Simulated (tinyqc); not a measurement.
Ewald sum of point charges, simple cubic lattice in a neutralising background, step by step. Computed by tinyqc, a small Python program that keeps every step. Command: `OMP_NUM_THREADS=1 python tinyqc.py 21308 21309 out.jsonl` (the two numbers bound the seeds that draw the settings). One thread of a shared host (Intel(R) Xeon(R) Processor @ 2.60GHz), about 0.03 s of CPU time with the checks.

## Ewald sum with eta = 0.55 1/bohr

cell vectors (rows) (bohr):
```
,1,2,3
1,6.2400,0.0000,0.0000
2,0.0000,6.2400,0.0000
3,0.0000,0.0000,6.2400
```

Charges:
```
q,f1,f2,f3
1.0000,0.0000,0.0000,0.0000
```

Real space: 1/2 sum q_i q_j erfc(eta r)/r over all images with r > 0; reciprocal space: (2 pi/V) sum_(G != 0) exp(-G^2/4 eta^2)/G^2 |S(G)|^2 with S(G) = sum q exp(i G.r); self term -eta/sqrt(pi) sum q^2; background -pi Q^2/(2 V eta^2), Q the total charge.

Real-space shells (first ones):
```
r (bohr),pairs,sum (hartree)
6.2400,6,5.83e-07
8.8247,12,0
10.8080,8,0
```

Reciprocal shells (first ones that count):
```
G^2 (1/bohr^2),vectors,sum (hartree)
1.0139,6,0.0662
2.0278,12,0.0286
3.0417,8,0.0055
4.0556,6,0.0013
5.0694,24,0.0019
6.0833,24,0.0007
8.1111,12,4.69e-05
9.1250,30,4.51e-05
10.1389,24,1.41e-05
11.1528,24,5.53e-06
12.1667,8,7.31e-07
13.1806,24,8.75e-07
```

## The total does not depend on eta

The same sums for other eta.

Totals (hartree per cell):
```
eta,real,reciprocal,self,background,total
0.5500,5.83e-07,0.1043,-0.3103,-0.0214,-0.227348
0.7490,1.85e-11,0.2068,-0.4226,-0.0115,-0.227348
0.9920,0,0.3389,-0.5597,-0.0066,-0.227348
```

shortest distance = 6.2400 bohr
